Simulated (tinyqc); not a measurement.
Resistance of a source-drain extension with a graded tip: one step of the calculation.

y runs along the channel, the gate covers y > 0. The doping is N0 for y < y0 and N0 10^(-(y - y0)/la) beyond, uniform over the depth xj. Sheet conductance s(y) = q mu(N) max(N - Nch, 0) xj + (for y > 0) ma Cox Vo, with mu(N) = u0 + (u1 - u0)/(1 + (N/Nr)^au) and Cox = eps0 eox/tox. Current is taken as one-dimensional; depletion of the tip, spreading and the contact are left out. The metallurgical junction lies at yj, where N = Nch.

Task. Resistance of the overlapped part. Midpoint rule on 10 equal steps from 0 to yj: R_ov = sum h/s(y), per width.

Values chosen for this exercise; mobility law close to that of electrons in silicon:
- eox = 3.9 (relative permittivity of the gate insulator (close to silicon dioxide))
- tox = 3.2 nm (insulator thickness)
- N0 = 1.5e20 cm^-3 (active doping of the extension far from the gate)
- la = 3.9 nm/decade (lateral abruptness)
- y0 = 3.6 nm (position under the gate where the fall begins (gate edge at 0))
- xj = 27 nm (depth of the extension)
- Nch = 4.7e17 cm^-3 (channel doping)
- Vo = 0.8 V (gate overdrive)
- ma = 120 cm^2/(V s) (mobility of the gate-induced layer)
- u1 = 1414 cm^2/(V s) (mobility at low doping)
- u0 = 68.5 cm^2/(V s) (mobility at high doping)
- Nr = 9.2e16 cm^-3 (reference doping)
- au = 0.711 (exponent)

Constants: q = 1.602176634e-19 C, eps0 = 8.8541878128e-14 F/cm where lengths are in cm. Results are converted to the units shown.

Find: y; N; doped conductance; sheet resistance; R_ov.

Result.

```
point,y (nm),N (cm^-3),doped conductance (uS),sheet resistance (ohm/square)
0,0.6683,1.500e20,4881,200.6
1,2.005,1.500e20,4881,200.6
2,3.341,1.500e20,4881,200.6
3,4.678,7.938e19,2711,355.3
4,6.015,3.606e19,1347,689.3
5,7.351,1.638e19,698.3,1247
6,8.688,7.440e18,377.6,2078
7,10.02,3.380e18,207.5,3215
8,11.36,1.535e18,105.4,4785
9,12.70,6.974e17,32.08,7371
```

R_ov = 27.19 ohm um

Numbers from tinyqc (`OMP_NUM_THREADS=1 python tinyqc.py 2282010 2282011 out.jsonl`; about 0.05 s on one thread of a shared Intel Xeon 2.30GHz).
